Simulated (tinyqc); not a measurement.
Changing the gradient coefficient kappa: Cahn-Hilliard equation on a periodic one-dimensional grid. Computed by tinyqc, a small Python program. Command: `OMP_NUM_THREADS=1 python tinyqc.py 3026463 3026464 out.jsonl cahn sweep`. One thread of a shared host (Intel(R) Xeon(R) Processor @ 2.30GHz), about 1 s of CPU time with the checks.

Free energy F = h sum_j [A (c_j^2 - 1)^2/4 + (kappa/2) ((c_(j+1) - c_j)/h)^2]; dc/dt = Lap(mu), mu = A (c^3 - c) - kappa Lap(c), Lap(y)_j = (y_(j+1) - 2 y_j + y_(j-1))/h^2, mobility 1; the grid has n = 16 points.

Inputs (values chosen for the exercise, in reduced units):
```
quantity             value  unit
spacing h                1     -
well depth A           1.5     -
mean composition c0  -0.36     -
noise amplitude        0.1     -
time step dt         0.041     -
end time               150     -
```

Scheme: semi-implicit Fourier.

random numbers: 0.693  0.498  0.414  -0.868  0.050  -0.747  -0.112  -0.367  -0.490  0.763  -0.149  -0.791  -0.809  -0.142  -0.804  0.186

Method:
- f'' = A (3 c0^2 - 1). Mode m has lambda_m = (4/h^2) sin^2(pi m/n) and the rate w_m = -lambda_m (f'' + kappa lambda_m). In the continuum the fastest wavelength is 2 pi sqrt(2 kappa/|f''|) with the rate f''^2/(4 kappa). Explicit steps near c = +-1, where f'' = 2A, are stable for dt < 2/(16 kappa/h^4 + 8 A/h^2).
- Start: c_j = c0 + amplitude x (z_j - mean of z).
- With Fourier components y_m = sum_j y_j exp(-2 pi i j m/n): c_m(new) = [c_m - dt lambda_m N_m]/(1 + dt kappa lambda_m^2), N = A (c^3 - c), lambda_m = (4/h^2) sin^2(pi m/n).
- Run to the end time; break off if |c| exceeds 3 or F has risen by more than 1e-9 in more than 30 steps. Domains = stretches with c > c0.

One run for each value:
```
gradient coefficient kappa  fastest wavelength  largest rate  F at the end  explicit limit of dt
0.25                                     4.640       0.84052        1.9894               0.12500
0.37                                     5.645       0.56792        2.3012               0.11161
0.54                                     6.820       0.38913        2.9706               0.09690
0.79                                     8.248       0.26599        1.9458               0.08117
1.20                                    10.166       0.17511        2.4585               0.06410
1.70                                    12.100       0.12361        2.9395               0.05102
2.50                                    14.673       0.08405        3.5269               0.03846
```

What does the table show?

Over the rows, fastest wavelength rises from 4.64 to 14.7 (exponent d ln y / d ln x about 0.50 throughout); largest rate falls from 0.841 to 0.0841 (exponent d ln y / d ln x about -1.0 throughout); F at the end lies between 1.95 and 3.53 without a single trend.

Extremes, crossings and ranges named in words are read from the listed rows.
